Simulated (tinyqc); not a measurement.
# A square-lattice strip 2 sites wide, recursive Green functions, step by step

Computed by the program tinyqc: `OMP_NUM_THREADS=1 python tinyqc.py 2660122 2660123 out.jsonl`, one thread of a shared Intel Xeon 2.30GHz, about 0.01 s for the whole run. Printed values are rounded.

The device has N = 4 slices of 2 site(s), nearest-neighbour hopping -t, and site energies U; the leads are semi-infinite continuations with site energy 0. V = <i+1|H|i> = -t 1.

Parameters, values chosen for the exercise: hopping (matrix element -t) t = 1 eV; site energies, slice by slice (2 a slice) U = [0.22, -0.18, -0.05, 0.41, -0.24, -0.39, -0.43, -0.27] eV; energy E = -0.2 eV.

## Self-energy of the leads

Transverse modes n = 1..2: chi_n(j) = sqrt(2/3) sin(pi n j/3), energy e_n = -2 t cos(pi n/3). Sigma = t^2 sum_n chi_n chi_n^T g(E - e_n), g(x) = (x - i sqrt(4 t^2 - x^2))/(2 t^2) for |x| < 2 t and (x - sign(x) sqrt(x^2 - 4 t^2))/(2 t^2) otherwise; Gamma = i (Sigma - Sigma^dagger); both leads give the same.

Sigma (eV):
```
	1	2
1	-0.1000000-0.8582576i	0.5000000-0.0582576i
2	0.5000000-0.0582576i	-0.1000000-0.8582576i
```

Gamma (eV):
```
	1	2
1	1.716515	0.116515
2	0.116515	1.716515
```

open modes = 2

## Slice 1

Forward pass: g_1 = (E - H_1 - Sigma)^(-1), g_i = (E - H_i - V g_(i-1) V^dagger)^(-1), with Sigma also subtracted on the last slice; G_(i,1) = g_i V G_(i-1,1), starting from g_1. H_i is the block of slice i: its site energies on the diagonal and -t between neighbouring rows.

g_1 (1/eV):
```
	1	2
1	-0.2827435-0.7767012i	0.4779663-0.0674456i
2	0.4779663-0.0674456i	0.0883055-0.8738906i
```

## Slice 2

As before.

g_2 (1/eV):
```
	1	2
1	0.2197816-0.9457947i	0.4340885-0.1425845i
2	0.4340885-0.1425845i	-0.3946935-0.5586029i
```

G_(2,1) (1/eV):
```
	1	2
1	0.5988788+0.0007153i	0.0450124+0.8588181i
2	0.4598068+0.5372152i	0.3251485-0.1981632i
```

## Slice 3

As before.

g_3 (1/eV):
```
	1	2
1	-0.4007171-0.7234983i	0.5091008+0.3115938i
2	0.5091008+0.3115938i	0.4636262-0.8686728i
```

G_(3,1) (1/eV):
```
	1	2
1	0.1727683+0.0168047i	-0.8305960+0.3762803i
2	-0.9845096-0.0366165i	0.2660783-0.0769293i
```

## Slice 4

As before.

g_4 (1/eV):
```
	1	2
1	0.2479554-0.5309916i	0.0195446-0.0825249i
2	0.0195446-0.0825249i	-0.0953440-0.5750602i
```

G_(4,1) (1/eV):
```
	1	2
1	-0.0294984+0.0070408i	0.0072973-0.5108787i
2	-0.0775739-0.5557142i	0.0547891+0.0697771i
```

## Transmission and its channels

T(E) = Tr[Gamma G_(N,1) Gamma G_(N,1)^dagger]. The non-zero eigenvalues T_n of the matrix under the trace are the channel transmissions; Fano factor sum T_n (1 - T_n)/sum T_n.

T(E) = 1.696884
T_n: 0.9972124  0.6996711
Fano factor = 0.1254719

With 2 open mode(s) in the leads T(E) cannot exceed 2. Inverting the whole matrix gives the same value.
